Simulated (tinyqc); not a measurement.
Transfer-length model of a contact: one step of the calculation.

A metal contact of length d and width W on a thin layer of the same width. The metal has no resistance, the sheet resistance under it equals Rsh, and current enters the layer at the front edge x = 0.

Question. Straight-line fit. Pairs of such contacts at gaps L have R_T = Rsh L/W + 2 Rc. The values of R_T were made from Rsh and rc with a random scatter of 1 % and are treated as data. Least squares: slope = sum (L - mean L)(R_T - mean R_T)/sum (L - mean L)^2, intercept = mean R_T - slope mean L. Rsh = slope W, Rc = intercept/2, and A = Rc/slope is half the distance from the origin to the zero of the line.

Inputs (values chosen for the exercise): contact width W = 95 um.

L, gap 1 to 6 (um): [3, 3.8, 4.8, 6.1, 7.7, 9.8]
R_T, gap 1 to 6 (ohm): [3.6561, 3.9116, 4.0754, 4.3148, 4.7786, 5.2116]

Give: slope; intercept; Rsh; Rc; A.

Answer.

slope = 0.2262 ohm/um
intercept = 2.998 ohm
Rsh = 21.49 ohm/sq
Rc = 1.499 ohm
A = 6.626 um

Numbers from tinyqc (`OMP_NUM_THREADS=1 python tinyqc.py 2760141 2760142 out.jsonl`; about 0.01 s on one thread of a shared Intel Xeon 2.30GHz).
